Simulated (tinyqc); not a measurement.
# Worked calculation: metal gate on a two-layer dielectric stack with fixed charge and a dipole

Numbers from tinyqc (`OMP_NUM_THREADS=1 python tinyqc.py 2010086 2010087 out.jsonl`; about 0.01 s on one thread of a shared Intel Xeon 2.30GHz). Printed values are rounded.

Gate, layer 2, layer 1, p-type semiconductor; x runs from the gate inwards. Charges are counted in units of +q. psi is the band bending at the surface, positive towards inversion. Classical charge, Boltzmann statistics, no interface traps.

Parameters, values chosen for the exercise; band and dielectric values close to those of 4H silicon carbide, layer 1 close to silicon dioxide, layer 2 close to zirconium oxide: temperature T = 350 K; band gap Eg = 3.21 eV; relative permittivity eps_r = 9.74; conduction-band density of states at T Nc = 2.15e19 cm^-3; valence-band density of states at T Nv = 3.15e19 cm^-3; electron affinity chi = 3.59 eV; acceptor density Na = 5.9e17 cm^-3; work function of the gate metal pM = 4.82 eV; thickness of layer 1, next to the semiconductor t1 = 0.4 nm; relative permittivity of layer 1 e1 = 3.77; thickness of layer 2, next to the gate t2 = 2.1 nm; relative permittivity of layer 2 e2 = 24.2; fixed charge at the semiconductor interface Q1 = 1.6e12 cm^-2; fixed charge between the layers Q2 = 2.9e12 cm^-2; uniform charge density in layer 1 r1 = 1.2e18 cm^-3; uniform charge density in layer 2 r2 = -1e18 cm^-3; flat-band shift by a dipole layer between the layers Vd = 0 V; band bending psi of the working point ps = 3.106 V.

Constants: q = 1.602176634e-19 C, kB = 1.380649e-23 J/K, Vt = kB T/q, eps0 = 8.8541878128e-14 F/cm where lengths are in cm. Results are converted to the units shown.

Range of the model: At the working point ps the carrier density at the surface is 1.7 times the band density of states, where degeneracy and quantisation, left out here, matter.

## Equivalent thickness and work-function difference

EOT = 3.9 (t1/e1 + t2/e2), Cox = eps0/(t1/e1 + t2/e2); phi_ms = pM - (chi + Eg - Vt ln(Nv/Na)).

EOT = 0.752223 nm
Cox = 4.59057 uF/cm^2
share of layer 1 in the EOT = 55.0094 %
phi_ms = -1.86003 V

## Flat-band voltage, term by term

EOT = 3.9 (t1/e1 + t2/e2), Cox = eps0/(t1/e1 + t2/e2); phi_ms = pM - (chi + Eg - Vt ln(Nv/Na)). Vfb = phi_ms + Vd - (q/eps0) [Q1 (t1/e1 + t2/e2) + Q2 t2/e2 + r1 (t1^2/(2 e1) + t1 t2/e2) + r2 t2^2/(2 e2)]: each charge counts with its electrical distance from the gate.

terms (V): phi_ms -1.86003, dipole 0.00000, Q1 -0.05584, Q2 -0.04554, r1 -0.00121, r2 0.00165
Vfb = -1.96098 V

Apart from phi_ms the largest term is that of Q1, -55.8 mV; all charges and the dipole together move Vfb by -101 mV.

## Threshold voltage

ni = sqrt(Nc Nv) exp(-Eg/(2 Vt)), Eg in volts, pB = Vt ln(Na/ni), Vth = Vfb + 2 pB + sqrt(4 q eps0 eps_r Na pB)/Cox.

ni = 2.01554e-4 cm^-3
pB = 1.49079 V
depletion charge = 0.697226 uC/cm^2
Vth = 1.17249 V

## Charge in the semiconductor

ni = sqrt(Nc Nv) exp(-Eg/(2 Vt)), Eg in volts. Qs = -sign(psi) sqrt(2 q eps0 eps_r Na Vt [exp(-u) + u - 1 + (ni/Na)^2 (exp(u) - u - 1)]), u = psi/Vt.

Qs = -0.897639 uC/cm^2

The surface is in strong inversion: psi exceeds 2 Vt ln(Na/ni) = 2.98 V.

## Fields and voltage drops

Gauss: D = -Qs just inside the semiconductor; going towards the gate subtract q Q1, then q r1 t1, q Q2 and q r2 t2. Field = D/(eps0 e); the drop over a layer is its mean field times its thickness; Vg = phi_ms + Vd + psi + both drops.

```
place                        D (uC/cm^2)  field (MV/cm)
layer 2, gate side              0.202615        0.09456
layer 2, inner side             0.168970        0.07886
layer 1, outer side             0.633601        1.89813
layer 1, semiconductor side     0.641291        1.92117
semiconductor surface           0.897639        1.04086
```

drop over layer 2 = 0.0182089 V
drop over layer 1 = 0.0763859 V
Vg = 1.34056 V

The same Vg follows from Vfb + psi - Qs/Cox. The largest field, 1.92 MV/cm in size, is at: layer 1, semiconductor side.
